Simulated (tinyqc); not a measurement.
Worked calculation (part 2 of 2): UHF in the sto-6g basis, for H4, spin multiplicity 1. Computed by tinyqc, a small Python program that keeps every step (integrals from PySCF). Command: `OMP_NUM_THREADS=1 python tinyqc.py 28163 28164 out.jsonl` (the two numbers bound the seeds that draw the settings). One thread of a shared host (Intel(R) Xeon(R) Processor @ 2.60GHz), about 0.1 s of CPU time with the checks.

Geometry (angstrom):
```
atom         x         y         z
H     0.000000  0.000000  0.000000
H     0.000000  0.000000  1.618000
H     0.000000  2.166000  0.000000
H     0.000000  2.166000  1.618000
```

## Iteration 4: diagonalisation and new density

extrapolated F(alpha) (hartree):
```
           1H 1s      2H 1s      3H 1s      4H 1s
1H 1s  -0.438178  -0.194307  -0.073579  -0.033199
2H 1s  -0.194307   0.213516  -0.036652  -0.073579
3H 1s  -0.073579  -0.036652   0.213516  -0.194307
4H 1s  -0.033199  -0.073579  -0.194307  -0.438178
```

extrapolated F(beta) (hartree):
```
           1H 1s      2H 1s      3H 1s      4H 1s
1H 1s   0.213516  -0.194307  -0.073579  -0.036652
2H 1s  -0.194307  -0.438178  -0.033199  -0.073579
3H 1s  -0.073579  -0.033199  -0.438178  -0.194307
4H 1s  -0.036652  -0.073579  -0.194307   0.213516
```

X:
```
               1          2          3         4
1H 1s   0.585647   0.545990   0.479373  0.431201
2H 1s  -0.585647  -0.545990   0.479373  0.431201
3H 1s  -0.585647   0.545990  -0.479373  0.431201
4H 1s   0.585647  -0.545990  -0.479373  0.431201
```

Diagonalise F' = X^T F X, C = X C', fill 2 alpha and 2 beta electrons from the bottom; D(s) = C_occ C_occ^T. Each column has its largest component positive (the first on a tie).

F' = X^T F X (alpha) (hartree):
```
           1          2          3          4
1   0.165495   0.000000   0.000000  -0.327403
2   0.000000   0.051659  -0.342947   0.000000
3   0.000000  -0.342947  -0.182123   0.000000
4  -0.327403   0.000000   0.000000  -0.308757
```

orbital energies (alpha) (hartree): MO1 -0.475885, MO2 -0.427553, MO3 0.297089, MO4 0.332623

coefficients C (alpha):
```
            MO1        MO2        MO3        MO4
1H 1s  0.650325   0.707581  -0.165022  -0.325569
2H 1s  0.117789   0.072079   0.722986   0.717665
3H 1s  0.117789  -0.072079  -0.722986   0.717665
4H 1s  0.650325  -0.707581   0.165022  -0.325569
```

F' = X^T F X (beta) (hartree):
```
          1         2          3          4
1  0.165495  0.000000   0.000000   0.327403
2  0.000000  0.051659   0.342947   0.000000
3  0.000000  0.342947  -0.182123   0.000000
4  0.327403  0.000000   0.000000  -0.308757
```

orbital energies (beta) (hartree): MO1 -0.475885, MO2 -0.427553, MO3 0.297089, MO4 0.332623

coefficients C (beta):
```
            MO1        MO2        MO3        MO4
1H 1s  0.117789   0.072079   0.722986   0.717665
2H 1s  0.650325   0.707581  -0.165022  -0.325569
3H 1s  0.650325  -0.707581   0.165022  -0.325569
4H 1s  0.117789  -0.072079  -0.722986   0.717665
```

D(alpha) after iteration 4:
```
           1H 1s     2H 1s     3H 1s      4H 1s
1H 1s   0.923593  0.127603  0.025599  -0.077749
2H 1s   0.127603  0.019070  0.008679   0.025599
3H 1s   0.025599  0.008679  0.019070   0.127603
4H 1s  -0.077749  0.025599  0.127603   0.923593
```

D(beta) after iteration 4:
```
          1H 1s      2H 1s      3H 1s     4H 1s
1H 1s  0.019070   0.127603   0.025599  0.008679
2H 1s  0.127603   0.923593  -0.077749  0.025599
3H 1s  0.025599  -0.077749   0.923593  0.127603
4H 1s  0.008679   0.025599   0.127603  0.019070
```

## Iteration 9 (converged): orbitals

converged F(alpha) (hartree):
```
           1H 1s      2H 1s      3H 1s      4H 1s
1H 1s  -0.452758  -0.190675  -0.074423  -0.033885
2H 1s  -0.190675   0.229655  -0.035727  -0.074423
3H 1s  -0.074423  -0.035727   0.229655  -0.190675
4H 1s  -0.033885  -0.074423  -0.190675  -0.452758
```

converged F(beta) (hartree):
```
           1H 1s      2H 1s      3H 1s      4H 1s
1H 1s   0.229655  -0.190675  -0.074423  -0.035727
2H 1s  -0.190675  -0.452758  -0.033885  -0.074423
3H 1s  -0.074423  -0.033885  -0.452758  -0.190675
4H 1s  -0.035727  -0.074423  -0.190675   0.229655
```

As before.

F' = X^T F X (alpha) (hartree):
```
           1          2          3          4
1   0.162903   0.000000   0.000000  -0.343731
2   0.000000   0.047108  -0.358184   0.000000
3   0.000000  -0.358184  -0.177402   0.000000
4  -0.343731   0.000000   0.000000  -0.306015
```

orbital energies (alpha) (hartree): MO1 -0.487636, MO2 -0.440509, MO3 0.310216, MO4 0.344524

coefficients C (alpha):
```
            MO1        MO2        MO3        MO4
1H 1s  0.654853   0.709572  -0.156240  -0.316363
2H 1s  0.107653   0.063113   0.723824   0.719255
3H 1s  0.107653  -0.063113  -0.723824   0.719255
4H 1s  0.654853  -0.709572   0.156240  -0.316363
```

F' = X^T F X (beta) (hartree):
```
          1         2          3          4
1  0.162903  0.000000   0.000000   0.343731
2  0.000000  0.047108   0.358184   0.000000
3  0.000000  0.358184  -0.177402   0.000000
4  0.343731  0.000000   0.000000  -0.306015
```

orbital energies (beta) (hartree): MO1 -0.487636, MO2 -0.440509, MO3 0.310216, MO4 0.344524

coefficients C (beta):
```
            MO1        MO2        MO3        MO4
1H 1s  0.107653   0.063113   0.723824   0.719255
2H 1s  0.654853   0.709572  -0.156240  -0.316363
3H 1s  0.654853  -0.709572   0.156240  -0.316363
4H 1s  0.107653  -0.063113  -0.723824   0.719255
```

D(alpha) after iteration 9:
```
           1H 1s     2H 1s     3H 1s      4H 1s
1H 1s   0.932325  0.115280  0.025714  -0.074661
2H 1s   0.115280  0.015572  0.007606   0.025714
3H 1s   0.025714  0.007606  0.015572   0.115280
4H 1s  -0.074661  0.025714  0.115280   0.932325
```

D(beta) after iteration 9:
```
          1H 1s      2H 1s      3H 1s     4H 1s
1H 1s  0.015572   0.115280   0.025714  0.007606
2H 1s  0.115280   0.932325  -0.074661  0.025714
3H 1s  0.025714  -0.074661   0.932325  0.115280
4H 1s  0.007606   0.025714   0.115280  0.015572
```

## Convergence

Stop when the energy changes by less than 1e-09 hartree and every element of the error matrix X^T (F D S - S D F) X (for each spin) is below 9e-06.

Course of the cycle:
```
iteration  E (hartree)     change  largest element of the error matrix
1          -1.76370383          -                             1.07e-01
2          -1.82802709  -6.43e-02                             7.92e-02
3          -1.88414371  -5.61e-02                             4.90e-02
4          -1.91010498  -2.60e-02                             2.77e-02
5          -1.91526731  -5.16e-03                             5.88e-03
6          -1.91554718  -2.80e-04                             1.45e-04
7          -1.91554729  -1.18e-07                             6.20e-05
8          -1.91554732  -2.86e-08                             5.06e-07
9          -1.91554732  -1.94e-12                             3.91e-11
```

PySCF UHF in the same basis, after a stability check = -1.91554732 hartree

Converged in 9 iterations.

## Populations, bond orders and dipole

overlap S:
```
          1H 1s     2H 1s     3H 1s     4H 1s
1H 1s  1.000000  0.216236  0.091595  0.036730
2H 1s  0.216236  1.000000  0.036730  0.091595
3H 1s  0.091595  0.036730  1.000000  0.216236
4H 1s  0.036730  0.091595  0.216236  1.000000
```

Mulliken: Z minus the diagonal of D S on the atom; Loewdin: the same with S^(1/2) D S^(1/2); Mayer order: 2 sum_s sum (D(s) S)_ij (D(s) S)_ji over the two atoms.

Charges (e):
```
atom  Mulliken  Loewdin  Mulliken spin
1H           0        0       0.913730
2H           0        0      -0.913730
3H           0        0      -0.913730
4H           0        0       0.913730
```

Mayer bond orders:
```
pair     order
2-1   0.149633
3-1   0.013102
3-2   0.002361
4-1   0.002361
4-2   0.013102
4-3   0.149633
```

dipole moment about the origin, x y z (debye): 0.000000  0.000000  0.000000

<S^2> of the determinant (pure state: 0) = 1.593037
